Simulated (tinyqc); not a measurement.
Worked calculation: round or elliptic silicon nanowire with anisotropic valleys (Ritz method). Values are carried at full precision from step to step, so a last printed digit may differ when a step is redone from the rounded ones.

Wire along x = [100] on a (001) wafer, y = [010], z = [001]. Valley groups, two valleys each (w = inverse masses): A, axis along z: w_y = 1/mt, w_z = 1/ml, m_x = mt; B, axis along y: w_y = 1/ml, w_z = 1/mt, m_x = mt; C, axis along x: w_y = w_z = 1/mt, m_x = ml.

Constants: hbar^2/2m0 = 3.80998211 eV angstrom^2; kB = 8.617333262e-05 eV/K.

Values chosen for the exercise (near those of a Si nanowire; the results hold for these values, not for the real material): ml = 0.933 m0 (longitudinal mass); mt = 0.189 m0 (transverse mass); a = 33 angstrom (semi-axis along y); b = 33 angstrom (semi-axis along z); group = A (valley group worked out); T = 300 K (temperature).

## Stretching the ellipse

Scaling y by 1/sqrt(w_y) and z by 1/sqrt(w_z) makes the mass 1 and the semi-axes A = a/sqrt(w_y), B = b/sqrt(w_z). List them with the one-function estimate 3c (1/A^2 + 1/B^2) and the slender limit c (pi/2s)^2 (1 + 2s/(pi l)), s and l the smaller and larger of A, B; c = hbar^2/2m0.

Groups:
```
group  g      A      B  axis ratio  one function (eV)  slender limit (eV)
A      2  14.35  31.88       2.222             0.0668              0.0588
B      2  31.88  14.35       2.222             0.0668              0.0588
C      2  14.35  14.35       1.000             0.1111              0.0748
```

The one-function value suits axis ratios near 1 and the slender limit ratios well above 2.

## Matrices of three even functions

Hard wall on the ellipse (y/a)^2 + (z/b)^2 = 1, c = hbar^2/2m0. With u = y/a, v = z/b the operator is -c [(w_y/a^2) d2/du2 + (w_z/b^2) d2/dv2] on the unit disc. Basis (1 - u^2 - v^2) u^i v^j; S, X and Y are the disc integrals of f f', (df/du)(df'/du) and (df/dv)(df'/dv), from the integral of u^p v^q = 2 Gamma((p+1)/2) Gamma((q+1)/2)/((p + q + 2) Gamma((p+q+2)/2)) for even p, q; H = c (w_y X/a^2 + w_z Y/b^2).

Basis 1, u^2, v^2 times (1 - u^2 - v^2); form S and H for the chosen group.

S, rows 1, u^2, v^2 and columns alike:
$$\begin{pmatrix}
1.047198 & 0.130900 & 0.130900 \\
0.130900 & 0.039270 & 0.013090 \\
0.130900 & 0.013090 & 0.039270
\end{pmatrix}$$

H (meV), rows 1, u^2, v^2 and columns alike:
$$\begin{pmatrix}
69.9350 & 11.6558 & 11.6558 \\
11.6558 & 14.0633 & 1.4570 \\
11.6558 & 1.4570 & 6.3343
\end{pmatrix}$$

## Lowest level in this basis

Solve H p = E S p for the wire level; give E, the ratios p2/p1 and p3/p1, and H11/S11.

E = 63.3 meV

ratios: [-0.25, -0.84]

one function = 66.8 meV

The two added functions lower the level by 3.5 meV (5.2 %), mostly by narrowing the state along v, the direction in which the stretched ellipse is long.

## Subbands

Converged values use 21 functions of each parity class (e or o in u, then in v).

The nine lowest levels of all groups and parity classes.

Subbands:
```
group, parity  g  m_x (m0)  E (eV)
A ee           2    0.1890  0.0632
B ee           2    0.1890  0.0632
A eo           2    0.1890  0.1058
B oe           2    0.1890  0.1058
C ee           2    0.9330  0.1071
A ee           2    0.1890  0.1638
B ee           2    0.1890  0.1638
A oe           2    0.1890  0.2131
B eo           2    0.1890  0.2131
```

At 300 K and without degeneracy the populations go as g sqrt(m_x) exp(-E/kB T): among these nine the lowest level, shared by A ee and B ee, holds 70 % and the light transport mass mt 86 % of the electrons.

## Checks

- Circle of radius a with both masses mt against c (2.404826/R)^2/m, eV: both 0.1071.

tinyqc: `OMP_NUM_THREADS=1 python tinyqc.py 1280109 1280110 out.jsonl`; about 0.05 s, one thread, shared Intel(R) Xeon(R) Processor @ 2.30GHz.
